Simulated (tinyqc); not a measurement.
Out-diffusion of a doped substrate or buried layer into a growing epitaxial film: one step, computed by the program tinyqc.

x is counted from the original substrate surface into the film, whose surface moves as x = v t. Substrate dopant has one diffusivity; the dopant of the film is taken as uniform.

Problem. Moving boundary against the simple erfc. For a surface that grows from dopant-free material and loses none by evaporation, with u = x/l and s = G - u: C/C_s = (1/2) [erfc(u) + (1 + 4 G (G + s)) exp(4 G s) erfc(G + s) - (4G/sqrt(pi)) exp(-u^2)]; for large G it tends to (1/2) erfc(u). Early in the growth G = sqrt(v x_s/(4 D)) for the thickness x_s reached so far; rows give C at the interface (u = 0) and at the surface (u = G).

Inputs (values chosen for the exercise, modelled on arsenic in silicon): substrate concentration C_s = 7.4e+19 1/cm^3; growth rate v = 1.6 um/min; growth temperature T = 1100 C.

Film doping: opposite type.

diffusivity D = 2.511175e-14 cm^2/s

Give: The first stage of growth.

Solution.

The first stage of growth:

| G | C/C_s at the interface | C at the surface (1/cm^3) | simple erfc there (1/cm^3) | ratio | thickness x_s (nm) |
|---|---|---|---|---|---|
| 0.10 | 0.8240 | 5.872e+19 | 3.284e+19 | 1.788 | 3.767e-03 |
| 0.25 | 0.6797 | 4.064e+19 | 2.678e+19 | 1.518 | 2.354e-02 |
| 0.50 | 0.5772 | 2.071e+19 | 1.774e+19 | 1.167 | 9.417e-02 |
| 0.75 | 0.5381 | 9.738e+18 | 1.069e+19 | 0.911 | 2.119e-01 |
| 1.00 | 0.5209 | 4.202e+18 | 5.820e+18 | 0.722 | 3.767e-01 |
| 1.50 | 0.5079 | 5.939e+17 | 1.254e+18 | 0.474 | 8.475e-01 |
| 2.00 | 0.5037 | 5.666e+16 | 1.731e+17 | 0.327 | 1.507e+00 |
| 2.50 | 0.5020 | 3.562e+15 | 1.506e+16 | 0.237 | 2.354e+00 |
| 3.00 | 0.5012 | 1.451e+14 | 8.173e+14 | 0.177 | 3.390e+00 |

Caution: rows with a thickness or a length l = x_s/G below about 1 nm are formal for a continuum model.
